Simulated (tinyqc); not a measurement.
Hydrogen passivation of interface dangling bonds: competing passivation and dissociation with distributed barriers: one step, computed by the program tinyqc.

P_b + H2 gives P_bH + H at the rate k_f [H2]; P_bH gives P_b + H at the rate k_d. All defects start unpassivated. E_f and E_d are Gaussian and independent.

Question. Single barriers. [H2] = solubility factor x p; a = k_f0 [H2] exp(-E_f/(k_B T)), d = k_d0 exp(-E_d/(k_B T)). For one pair of barriers the active share is y = [d + a exp(-(a + d) t)]/(a + d). Temperatures in kelvin are T(C) + 273.15.

Inputs (values chosen for the exercise, close to those used for P_b centres at the silicon-oxide interface): passivation prefactor k_f0 = 8.2e-07 cm^3/s; mean passivation barrier E_f = 1.51 eV; spread sigma_f = 0.06 eV; dissociation prefactor k_d0 = 3e+12 1/s; mean dissociation barrier E_d = 2.85 eV; spread sigma_d = 0.043 eV; H2 in the oxide per atm, solubility factor = 1.3e+18 1/(cm^3 atm); hydrogen pressure p = 0.1 atm; anneal temperature T = 700 C; anneal time t = 3400 s.

Constants: k_B = 8.617333262e-05 eV/K.

Give: passivation rate a; dissociation rate d; a t; steady active share d/(a + d); active share, single barriers.

Answer.

passivation rate a = 1613 1/s

dissociation rate d = 0.005217 1/s

a t = 5.485e+06

steady active share d/(a + d) = 3.234e-06

active share, single barriers = 3.234e-06

Passivation has run its course, and the balance with dissociation sets the remainder. Caution: single-barrier shares below about 1e-3 are formal; measured passivation levels off well above them.
